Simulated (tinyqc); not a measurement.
Worked calculation: a particle near a wafer in liquid: double-layer and van der Waals forces (DLVO), deposition barrier and removal. Computed by tinyqc, a small Python program that keeps every step. Command: `OMP_NUM_THREADS=1 python tinyqc.py 3114052 3114053 out.jsonl dlvo walk`. One thread of a shared host (Intel(R) Xeon(R) Processor @ 2.30GHz), about 0.01 s of CPU time with the checks. Intermediate numbers are printed to about 6 digits and carried at full precision; extremes and crossings named in words are read from the listed rows.

Sphere and flat wall, Derjaguin approximation, constant potentials in the linear-superposition form, no retardation and no hydration force.

Inputs (values chosen for the exercise, of the order of those for silicon nitride on silicon in water): particle radius R = 190 nm; Hamaker constant A = 2.7e-20 J; potential of the particle psi_1 = -32 mV; potential of the wafer psi_2 = -67 mV; salt concentration c = 0.0011 mol/L; valence z of the symmetric salt = 2; temperature T = 323 K; dielectric constant of the liquid = 69.9; gap h = 2.7 nm; contact distance h0 = 0.3 nm; contact radius over R = 0.18; viscosity = 0.65 mPa s.

Constants: e = 1.602176634e-19 C; N_A = 6.02214076e+23 1/mol; eps_0 = 8.8541878128e-12 F/m; k_B = 1.380649e-23 J/K; k_B = 8.617333262e-05 eV/K.

## Screening

kappa^2 = 2 z^2 e^2 N_A (1000 c)/(eps eps_0 k_B T); gamma_i = tanh(z e psi_i/(4 k_B T)); Z = 64 pi eps eps_0 (k_B T/(z e))^2 gamma_1 gamma_2.

kappa = 0.222009 1/nm

Debye length = 4.50431 nm

gamma_1 = -0.518903

gamma_2 = -0.834739

Z = 10.4396 pN

kappa R = 42.1818

Like signs: the double layers repel.

## Energy and force at one gap

U(h) = Z R exp(-kappa h) - A R/(6 h); F(h) = -dU/dh = kappa Z R exp(-kappa h) - A R/(6 h^2), positive for repulsion.

double-layer energy = 244.244 k_B T

van der Waals energy = -71.0095 k_B T

U(h) = 173.234 k_B T

F(h) = 124.530 pN

Caution: for kappa h below 1 linear superposition is only rough, and charge regulation matters.

## The curve

The formulas are those given above.

Against the gap:
```
h (nm)  kappa h  U (k_B T)        F (pN)
0.4     0.08880    -72.324  -4.94081e+03
0.6     0.13321     69.771  -1.98956e+03
1.0     0.22201    164.507  -5.02312e+02
1.5     0.33301    190.987  -6.43675e+01
2.5     0.55502    178.643   1.15993e+02
4.0     0.88804    135.081   1.27754e+02
7.0     1.55407     66.632   7.56373e+01
12.0    2.66411     15.007   2.47385e+01
20.0    4.44019     -4.341   3.05599e+00
40.0    8.88038     -4.731  -4.73124e-01
```

Caution: in rows where h is not small against R, A R/(6 h) overstates the van der Waals term. Caution: in rows with kappa h below 1 linear superposition is only rough.

## Barrier and secondary minimum

F = 0 reads x^2 exp(-x) = y with x = kappa h and y = A kappa/(6 Z); the left side peaks at x = 2 with 4/e^2 = 0.5413, so roots exist for smaller y: x < 2 is the barrier, x > 2 the secondary minimum.

y = 0.0956976

position of the barrier = 1.67886 nm

barrier height = 192.193 k_B T

position of the secondary minimum = 26.5514 nm

energy at the secondary minimum = -5.99594 k_B T

A barrier above 15 k_B T practically stops deposition. The secondary minimum is deep enough to hold particles loosely.

## Critical salt concentration

The barrier height is zero when U = 0 and F = 0 together: kappa h = 1 and kappa = 6 Z/(e A), e = 2.718282 here; c follows from kappa^2, with the potentials held fixed.

critical kappa = 0.853446 1/nm

critical concentration = 0.0162556 mol/L

## Adding salt

kappa scales as sqrt(c); potentials are held fixed. A dash marks rows without a maximum.

Against the concentration:
```
c (mol/L)  Debye length (nm)  barrier at (nm)  barrier (k_B T)  minimum at (nm)  minimum (k_B T)
1.63e-06             117.012          7.32790          391.621      1.20059e+03     -1.44129e-01
1.63e-05              37.003          4.22859          351.413      3.25719e+02     -5.21754e-01
1.63e-04              11.701          2.49893          282.531      8.50474e+01     -1.94418e+00
8.13e-04               5.239          1.78127          208.958      3.20716e+01     -5.00144e+00
3.25e-03               2.620          1.38402          123.759      1.32060e+01     -1.16372e+01
8.13e-03               1.657          1.22196           55.839      7.01106e+00     -2.08838e+01
1.46e-02               1.236          1.17330            8.784      4.49400e+00     -3.09254e+01
2.44e-02               0.956          1.20643          -32.938      2.85225e+00     -4.46800e+01
4.88e-02               0.676                -                -                -                -
```

At low salt the barrier tends to Z R = 445 k_B T; it is half of that between 1.6e-4 and 8.1e-4 mol/L and changes sign at 0.016 mol/L, while the secondary minimum deepens to -31 k_B T at 0.9 of that.

## Removing an attached particle

Adhesion F_a = A R/(6 h0^2) [1 + a^2/(R h0)] - kappa Z R exp(-kappa h0), a the contact radius. Drag in a shear flow F_d = 1.7 x 6 pi mu R^2 G, acting at 1.4 R; rolling starts when 1.4 R F_d = a F_a. Wall shear stress = mu G.

van der Waals adhesion = 204440 pN

net adhesion F_a = 204028 pN

wall shear stress for rolling = 22676.6 Pa

shear rate G = 3.48870e+07 1/s

Checks made by the program: force against a difference of U (relative difference below 1e-10).
